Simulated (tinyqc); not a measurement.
Drifting, spreading and decaying minority pulse (Haynes-Shockley), backward Euler time steps: course in time.

Low injection in a uniform field: dn/dt = D d2n/dx2 - v dn/dx - n/tau with D = mu Vt and v = mu F towards +x. Exact solution on an infinite bar for a Gaussian start at x0: n = N0 exp(-t/tau) exp(-(x - x0 - v t)^2/(2 s^2))/sqrt(2 pi s^2), s^2 = s0^2 + 2 D t.

Exponentially fitted fluxes: d = F hx/Vt, B(d) = d/(exp(d) - 1), k = D dt/hx^2; (L n)_i = a n_(i-1) + b n_i + c n_(i+1) with a = k B(-d), c = k B(d), b = -a - c - dt/tau. Explicit steps keep n positive for dt up to 1/[(D/hx^2)(B(d) + B(-d)) + 1/tau].

Start: Nodes x_i = i hx, i = 1 to 11, n = 0 at nodes 0 and 12; the Gaussian at t = 0 with x0 = 4 hx.

(L n)_i = a n_(i-1) + b n_i + c n_(i+1), n = 0 beyond the ends. Backward Euler step: solve n(new) - L n(new) = n.

The same steps, now on nodes 1 to 60 (n = 0 at nodes 0 and 61), for 24 steps; centre = sum x n/sum n. Deviations are from the exact pulse, as a share of its largest value on the nodes; a run counts as stable if they stay under 100 %.

Parameters, values chosen for the exercise; mobility close to that of silicon at room temperature:
```
symbol   value        unit                             meaning
T          300           K                         temperature
mu         473  cm^2/(V s)           minority-carrier mobility
F           52        V/cm         sweep field along the drift
hx          13          um                           mesh step
tau     1.7e-6           s                            lifetime
N0         9e9       cm^-2              injected sheet density
dt      8.8e-8           s                           time step
s0          13          um  initial width (standard deviation)
```

Constants: q = 1.602176634e-19 C, kB = 1.380649e-23 J/K, Vt = kB T/q. Results are converted to the units shown.

Course of the iteration:
```
step	hx sum n (cm^-2)	centre (um)	most negative n (cm^-3), 0 if none	largest deviation (% of the peak)
1	8.55301e9	72.6038	0	38.7
2	8.13054e9	93.1965	0	44.5
3	7.72963e9	113.785	0	43.7
4	7.34883e9	134.370	0	46.7
5	6.98697e9	154.952	0	46.8
6	6.64300e9	175.533	0	45.8
7	6.31601e9	196.114	0	47.3
8	6.00514e9	216.693	0	47.3
9	5.70956e9	237.271	0	46.4
...	...	...	...	...
16	4.00534e9	380.770	0	47.5
17	3.80446e9	400.943	0	47.6
18	3.61143e9	420.894	0	47.2
19	3.42512e9	440.543	0	47.5
20	3.24435e9	459.797	0	47.6
21	3.06795e9	478.561	0	47.3
22	2.89481e9	496.734	0	47.4
23	2.72392e9	514.223	0	47.5
24	2.55452e9	530.945	0	47.3
```

Is this run stable, and what does its course show?

Yes. The run is stable. After 24 steps the deviation is 47 % of the peak. From step 1 to the last the centre has moved at 0.921 v and the content is 1.7 % below N0 exp(-t/tau). On an endless mesh these steps would give a speed of 0.951 v and a content of 1.03 times the exact one, from dt/tau = 0.0518 alone; the rest comes from the absorbing ends.

Program tinyqc, `OMP_NUM_THREADS=1 python tinyqc.py 2310044 2310045 out.jsonl`; Intel Xeon 2.30GHz, shared host, one thread, about 0.01 s.
